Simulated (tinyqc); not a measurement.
What moves the exposure: standing waves and exposure in a photoresist film.

Normal incidence from air. Unexposed resist: N1 = n1 + i k1 with k1 = (A + B) lam/(4 pi), lam in micrometres. r01 = (1 - N1)/(1 + N1), t01 = 2/(1 + N1). Substrate Ns = ns + i ks: r12 = (N1 - Ns)/(N1 + Ns). With p = exp(2 pi i N1 d/lam), the field at depth z is E(z) = t01 [exp(2 pi i N1 z/lam) + r12 p^2 exp(-2 pi i N1 z/lam)]/(1 + r01 r12 p^2), the relative intensity I(z) = n1 |E(z)|^2 and the reflectance R = |(r01 + r12 p^2)/(1 + r01 r12 p^2)|^2.

Values chosen for the exercise (a resist on polySi, indices near tabulated ones; not measured data):
- lam = 193 nm (vacuum wavelength)
- n1 = 1.721 (resist index)
- A = 0.14 1/micrometre (bleachable absorption (Dill A))
- B = 0.96 1/micrometre (fixed absorption (Dill B))
- d = 123 nm (resist thickness)
- ns = 1.001 (substrate n)
- ks = 2.252 (substrate k)

The mean of I is over 800 depths.

One parameter was then changed.

Results before and after:

| case | \|r12\|^2 | R | mean I | I at the bottom |
|---|---|---|---|---|
| base | 0.4391 | 0.2292 | 1.5424 | 0.9664 |
| changed | 0.4103 | 0.2141 | 1.4913 | 0.9131 |

Which of these changes was made? (a) ns = 1.101; (b) ks = 2.027; (c) n1 = 1.738; (d) B = 1.16 1/micrometre; (e) d = 133 nm.

Answer: (a) ns = 1.101. Of the candidates, run in turn, only this one gives the changed row.

All candidates:

| case | \|r12\|^2 | R | mean I | I at the bottom |
|---|---|---|---|---|
| base | 0.4391 | 0.2292 | 1.5424 | 0.9664 |
| d = 133 nm | 0.4391 | 0.1541 | 1.7296 | 1.0193 |
| n1 = 1.738 | 0.4379 | 0.1979 | 1.6098 | 1.0144 |
| B = 1.16 1/micrometre | 0.4375 | 0.2146 | 1.5041 | 0.9369 |
| ks = 2.027 | 0.3935 | 0.1817 | 1.5160 | 1.0543 |
| ns = 1.101 | 0.4103 | 0.2141 | 1.4913 | 0.9131 |

Computed by tinyqc, a small Python program: `OMP_NUM_THREADS=1 python tinyqc.py 1680129 1680130 out.jsonl` (the numbers bound the seed that draws the inputs); one thread of a shared host (Intel(R) Xeon(R) Processor @ 2.30GHz), about 0.01 s for the whole set of steps.
